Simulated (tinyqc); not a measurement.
# Off-state parameters from two currents

Problem. Well above V0 the off-state current of a threshold switch is I = Ith exp((V - Vth)/V0). Find V0, Ith and the slope V0 ln 10.

Inputs (values chosen for the exercise):
- Vth = 3.4 V (threshold voltage)

I at 1.7 and 2.55 V (nA): [0.013619979, 2.0213841]

Solution. ln I is linear in V.

V0 = 0.1700 V
Ith = 0.3000 uA
slope = 391.4 mV/decade

Numbers from tinyqc (`OMP_NUM_THREADS=1 python tinyqc.py 2490126 2490127 out.jsonl`; about 0.01 s on one thread of a shared Intel Xeon 2.30GHz).
